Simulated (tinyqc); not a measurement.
# Equilibrium crystal shape, supported particles, Gibbs-Thomson effect and coarsening, step by step

A worked calculation. Computed by tinyqc, a small Python program that keeps every step. Command: `OMP_NUM_THREADS=1 python tinyqc.py 3027515 3027516 out.jsonl wulff walk`. One thread of a shared host (Intel(R) Xeon(R) Processor @ 2.30GHz), about 0.03 s of CPU time with the checks. Intermediate numbers are printed to about 7 digits and carried at full precision; extremes and crossings named in words are read from the listed rows.

A cubic crystal bounded by {100}, {110} and {111} facets only.

Inputs (values chosen for the exercise, for a model cubic crystal):
```
quantity                               value        unit
atomic volume Omega                    11.81  angstrom^3
atoms in the particle N                 7900           -
work of adhesion W_a                    0.35       J/m^2
temperature T                            650           K
precipitate interface energy gamma_i    0.45       J/m^2
solubility x_inf at a flat interface  0.0047           -
diffusivity D                          1e-20       m^2/s
mean radius at the start r0               12          nm
time t                                 63000           s
```

Surface energies: given.

surface energies gamma(100), gamma(110), gamma(111) (J/m^2): 1.31  1.72  1.35

Constants: e = 1.602176634e-19 C; k_B = 8.617333262e-05 eV/K; k_B = 1.380649e-23 J/K.

## Surface energies

The energies and Omega are given.

gamma (J/m^2): (100) 1.31, (110) 1.72, (111) 1.35

Omega = 11.81 angstrom^3

## The Wulff shape

Wulff construction: the facet planes lie at distances lambda gamma from the centre, and the shape is the region inside all of them; V = (1/3) sum of area x distance. gamma_mean = sum A gamma / sum A; shape factor eta = A/V^(2/3) (4.836 for a sphere). lambda follows from V = N Omega.

area fractions: {100} 0.4437669, {110} 0.0000000, {111} 0.5562331

gamma_mean = 1.332249 J/m^2

shape factor eta = 5.253358

distances of the planes from the centre (nm): {100} 2.546805, {110} 3.343897, {111} 2.624570

surface energy per atom = 0.1137461 eV

Present: {100}, {111}. {110} is absent: it appears only for gamma(110) below 1.653 J/m^2, the lower of sqrt(2) gamma(100) and sqrt(3/2) gamma(111).

## Chemical potential of the particle

For the Wulff shape mu - mu(bulk) = 2 Omega gamma/h, with gamma and h = lambda gamma the energy and distance of any one facet plane, here (111); the vapour pressure rises by exp[(mu - mu(bulk))/(k_B T)].

mu - mu(bulk) = 75.83070 meV

pressure ratio = 3.872164

This is 2/3 of the surface energy per atom (0.6667), since the total surface energy goes as N^(2/3).

## The particle on a substrate

Winterbottom: the particle sits on its largest facet family, {111}, with energy gamma_f; the substrate plane cuts the shape at the distance lambda (gamma_f - W_a) below the centre. Height over that of the free particle at the same lambda = (2 gamma_f - W_a)/(2 gamma_f). An isotropic particle with gamma_mean has cos(theta) = W_a/gamma_mean - 1 (Young-Dupre); a film dewets into particles whenever W_a < 2 gamma.

relative height = 0.8703704

contact angle theta = 137.5008 degrees

W_a is below gamma_f: more than half of the shape shows.

## Gibbs-Thomson solubility and coarsening

Spherical precipitates of nearly pure solute with atomic volume Omega: x(r) = x_inf exp(l/r), l = 2 gamma_i Omega/(k_B T). Diffusion-limited coarsening at small volume fraction (Lifshitz-Slyozov-Wagner): r^3 = r0^3 + K t, K = (4/9) D x_inf l; the number density falls as (r0/r)^3. The steady size distribution is assumed from the start, and D and x_inf are inputs that do not follow T.

capillary length l = 1.184393 nm

x(r0)/x_inf = 1.103734

rate constant K = 2.474065e-05 nm^3/s

mean radius at t = 12.00361 nm

number density over its start = 0.9990988

The time to double the radius is 7 r0^3/K = 4.9e8 s; t is 1.3e-4 times that.

## Shape against the ratio gamma(100)/gamma(111)

Wulff construction: the facet planes lie at distances lambda gamma from the centre, and the shape is the region inside all of them; V = (1/3) sum of area x distance. gamma_mean = sum A gamma / sum A; shape factor eta = A/V^(2/3) (4.836 for a sphere). gamma(110)/gamma(111) is held at the value of this crystal.

Area fractions:
```
gamma(100)/gamma(111)     {100}  {110}     {111}       eta
0.550                  1.000000      0  0.000000  6.000000
0.582                  0.999834      0  0.000166  5.999281
0.699                  0.916500      0  0.083500  5.745589
0.825                  0.717470      0  0.282530  5.421066
0.970                  0.444339      0  0.555661  5.253449
1.090                  0.288216      0  0.711784  5.274730
1.260                  0.142028      0  0.857972  5.401444
1.750                  0.000000      0  1.000000  5.719106
```

{100} holds 100 % of the area in the first row and 0 % in the last; without {110} the limits are a cube below 1/sqrt(3) = 0.577 and an octahedron above sqrt(3) = 1.732. The roundest shape among these rows (eta = 5.253) is at the ratio 0.97; {110} never shows.

Checks made by the program: volume against one third of area times distance (relative difference below 1e-10).
